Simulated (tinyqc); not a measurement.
Adsorption as a lattice gas: isotherms with interactions, competition, desorption peaks and saturation dose. Which input was changed? Computed by tinyqc, a small Python program. Command: `OMP_NUM_THREADS=1 python tinyqc.py 3003165 3003166 out.jsonl adsorb which`. One thread of a shared host (Intel(R) Xeon(R) Processor @ 2.30GHz), about 0.03 s of CPU time with the checks.

One adsorbate per site; a molecule needs 2 empty sites. Gas and surface have the same temperature.

Inputs (values chosen for the exercise, for a model surface): desorption energy E = 2.37 eV; prefactor nu = 9.2e+14 1/s; pair energy w (positive repels) = 0.067 eV; neighbours z = 3; site density N_s = 3.4 1/nm^2; molecular mass M = 6.07 u; sticking coefficient s0 = 0.013; temperature T = 891 K; pressure p = 0.091 Pa; blocking by a second gas, K_B p_B = 2.2; aspect ratio a (depth over diameter) of a hole = 40.

Adsorption: dissociative (second order).

Constants: u = 1.6605390666e-27 kg; k_B = 1.380649e-23 J/K; k_B = 8.617333262e-05 eV/K.

Method:
- Flux F = p/sqrt(2 pi M k_B T); k_d = nu exp(-E/(k_B T)); 2 s0 F (1 - theta)^2 = N_s k_d theta^2, so y = sqrt(2 s0 F/(N_s k_d)), theta = y/(1 + y). With a second gas on the same sites theta = y/(1 + y + K_B p_B).
- With u = w/(k_B T). Mean field: theta/(1 - theta) = y exp(-z u theta). Quasi-chemical: theta/(1 - theta) = y [(r - 1 + 2 theta)(1 - theta)/((r + 1 - 2 theta) theta)]^(-z/2) exp(-z u/2), r = sqrt(1 - 4 theta (1 - theta)(1 - exp(-u))).
- Without desorption or interaction, 99 % coverage needs the time 99 N_s/(2 s0 F). For a round hole of aspect ratio a in molecular flow with unit sticking (Gordon), the time is N_s/(2F) x [1 + (19/4) a + (3/2) a^2]. The larger of the two times is a rough guide.

Problem. One of these inputs alone was changed, within the range given: pair energy w (positive repels) (0.0335 to 0.134); sticking coefficient s0 (0.0065 to 0.026); pressure p (0.0455 to 0.182); aspect ratio a (depth over diameter) of a hole (20 to 80). Which one, and to what value?

Results:
```
run     time for the hole (s)  coverage, quasi-chemical          y
before               1.351028                 0.2971131  0.8302610
after                2.055591                 0.2971131  0.8302610
```

Solution.

Each candidate set to reproduce time for the hole, and what it then gives:
```
candidate                                        range searched  value needed  coverage, quasi-chemical        y
pair energy w (positive repels) (eV)            0.0335 to 0.134     no effect                         -        -
sticking coefficient s0                         0.0065 to 0.026     no effect                         -        -
pressure p (Pa)                                 0.0455 to 0.182       0.05981                   0.26991  0.67310
aspect ratio a (depth over diameter) of a hole         20 to 80         49.70                   0.29711  0.83026
```

Only aspect ratio a (depth over diameter) of a hole fits every result: it went from 40 to 49.7. The next best candidate, pressure p, misses one result by 19 %.

Caution: with k_d = nu exp(-E/(k_B T)) of these inputs desorption is not negligible over the time on a flat surface, so without interaction 99 % coverage is not reached.
